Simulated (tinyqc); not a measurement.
Minimum-mode following (dimer method) and harmonic rate on a two-dimensional model surface: one step, computed by the program tinyqc.

V(x, y) = h u^2 + t x + (kappa/2)(y + c u)^2 with u = x^2/w^2 - 1; the path runs from the minimum near (-w, 0) to that near (w, 0).

Task: Harmonic rate. Vineyard prefactor nu* = nu1 nu2 (minimum)/nu2 (saddle); k = nu* exp(-E_b/(k_B T)).

Inputs (values chosen for the exercise, for a model surface): temperature T = 400 K.

Surface: curved double well.

frequencies at the minimum (THz): 3.377699  6.595879

frequencies at the saddle (the first is imaginary) (THz): 3.772993  4.407606

barrier from the start = 0.8579099 eV

Constants: k_B = 8.617333262e-05 eV/K.

Give: prefactor nu*; rate k.

Result:

prefactor nu* = 5.055 THz

rate k = 78.43 1/s
